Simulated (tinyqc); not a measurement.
Inside a calculation: Boltzmann transport in a parabolic band with a power-law relaxation time. Values are carried at full precision from step to step, so a last printed digit may differ when a step is redone from the rounded ones.

F_j(eta) = (1/Gamma(j + 1)) integral_0^infinity x^j dx/(1 + exp(x - eta)), which tends to exp(eta) for eta << 0.

n = N F_1/2(eta) with N = 2 (m kB T/(4 pi c))^(3/2) with c = hbar^2/2m0, in 1/angstrom^3; times 1e24 for 1/cm^3, m = md.

Constants: hbar^2/2m0 = 3.80998211 eV angstrom^2; kB = 8.617333262e-05 eV/K.

Inputs chosen for the exercise (masses near those of Si; tau0 is set for a mobility of the usual size at this n, kL is a free input; freeze-out and phonon drag, which matter near 77 K, are left out; shifted at random, so the results belong to these values and not to a real crystal):
- n = 1.6e+16 1/cm^3 (electron density)
- md = 1.057 m0 (density-of-states mass)
- T = 77 K
- r = 0.5 (exponent of tau)
- tau0 = 350 fs (tau at E = kT)
- mc = 0.2571 m0 (conductivity mass)
- kL = 7.1 W/(m K) (lattice thermal conductivity)

## Reduced Fermi level

Solve for eta.

N = 3.546e+18 1/cm^3
eta = -5.3994

## Integrals for r = 0.5 (polar optical or piezoelectric scattering)

tau = tau0 x^r with x = E/kT. With K_j = Gamma(j + 1) F_j(eta): <tau> = tau0 (r + 3/2) K_(r+1/2)/((3/2) K_(1/2)); mu = <tau>/(mc m0/e), m0/e = 5.685630e-12 kg/C; Hall factor rH = (3/2) K_(1/2) (2r + 3/2) K_(2r+1/2)/((r + 3/2) K_(r+1/2))^2; Seebeck S = -(kB/e) [(r + 5/2) K_(r+3/2)/((r + 3/2) K_(r+1/2)) - eta]; Lorenz number L = (kB/e)^2 [(r + 7/2) K_(r+5/2)/((r + 3/2) K_(r+1/2)) - ((r + 5/2) K_(r+3/2)/((r + 3/2) K_(r+1/2)))^2]; kB/e in V/K. Valley anisotropy is left out of rH.

Evaluate F_j and K_j for j = 1/2, r + 1/2, r + 3/2, r + 5/2 and 2r + 1/2 (each value once).

F_j and K_j:
```
j          F_j        K_j
0.5  0.0045121  0.0039988
1.0  0.0045142  0.0045142
2.0  0.0045168  0.0090336
3.0  0.0045181   0.027108
1.5  0.0045157  0.0060029
```

## Transport coefficients

Form the ratios; u is the mean energy carried, in kT.

<tau>/tau0 = 1.505
rH = 1.104
u = 3.002
S = -723.9 microvolt/K
L = 2.228 1e-8 W ohm/K^2

The non-degenerate limits are rH = 1.104, u = r + 5/2 = 3 and L = (r + 5/2)(kB/e)^2 = 2.228; the degenerate ones are rH = 1 and L = 2.443.

## Mobility, conductivity and figure of merit

mu = <tau>/(mc m0/e) with m0/e = 5.685630e-12 kg/C; sigma = e n mu, e = 1.602176634e-19 C; Hall mobility rH mu; power factor S^2 sigma; ZT = S^2 sigma T/(kL + L sigma T), all in SI units.

mu = 3.60e+03 cm^2/(V s)
Hall mobility = 3.98e+03 cm^2/(V s)
sigma = 9.24 S/cm
power factor = 0.484 mW/(m K^2)
electronic thermal conductivity = 0.00158 W/(m K)
ZT = 0.0053

A Hall measurement read with rH = 1 would give a density of 1.45e+16 1/cm^3. Electrons carry 0.022 % of the heat. kL is far below that of crystalline Si, so ZT is too high for it.

## Checks

- Seebeck coefficient against direct integration over -df/dE (microvolt/K): both -723.9.

Program tinyqc; command `OMP_NUM_THREADS=1 python tinyqc.py 1682668 1682669 out.jsonl`; about 0.01 s on one thread of a shared Intel(R) Xeon(R) Processor @ 2.30GHz.
